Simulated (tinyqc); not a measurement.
Raman shift of the zone-centre optical phonon of a diamond-structure crystal under stress. From mode Grueneisen parameter gamma back to p/omega_0^2. Computed by tinyqc, a small Python program. Command: `OMP_NUM_THREADS=1 python tinyqc.py 3001144 3001145 out.jsonl ramanstress inv`. One thread of a shared host (Intel(R) Xeon(R) Processor @ 2.30GHz), about 0.01 s of CPU time with the checks.

Axes x, y, z are the cube axes. Strain shifts the threefold optical mode and can split it; p, q and r are the phonon deformation potentials.

Inputs (values chosen for the exercise, modelled on silicon):
```
quantity                         value  unit
unstrained frequency omega_0     521.4  1/cm
q/omega_0^2                      -2.39     -
C11                              165.5   GPa
C12                              64.26   GPa
C44                              79.35   GPa
stress sigma (tension positive)   -2.1   GPa
```

Stress state: hydrostatic. Axis: none.

Method:
- S11 = (C11 + C12)/D, S12 = -C12/D, D = (C11 - C12)(C11 + 2 C12), S44 = 1/C44.
- Hydrostatic stress: sigma_ij = sigma delta_ij.
- eps_xx = S11 sigma_xx + S12 (sigma_yy + sigma_zz), and cyclic; eps_xy = S44 sigma_xy/2 (tensor strain).
- gamma = -(p + 2q)/(6 omega_0^2); the mean of the three shifts is -gamma omega_0 x (volume strain).

Task: A run gave the result below. Find the p/omega_0^2, known to lie between -2.8 and -1.8.

mode Grueneisen parameter gamma = 1.129833

Result:

Each step takes the trial c = (a f_b - b f_a)/(f_b - f_a), f being the result less the target; c replaces end b, the old b replaces a if the sign of f changed, and otherwise f_a is halved.

Scan of the range:
```
p/omega_0^2  mode Grueneisen parameter gamma
-2.80                                1.26333
-2.63                                1.23500
-2.47                                1.20833
-2.30                                1.18000
-2.13                                1.15167
-1.97                                1.12500
-1.80                                1.09667
```

False position (Illinois rule) inside the bracket:
```
step  end a  end b      trial  mode Grueneisen parameter gamma
1     -2.13  -1.97  -1.998998                         1.129833
```

Mode Grueneisen parameter gamma falls at every point of a 13-point scan of the range (every second point is shown), so one value fits; it is bracketed by -2.13 and -1.97. The scan shows a straight line, so linear interpolation between any two rows gives the answer at once. Answer: p/omega_0^2 = -1.999.
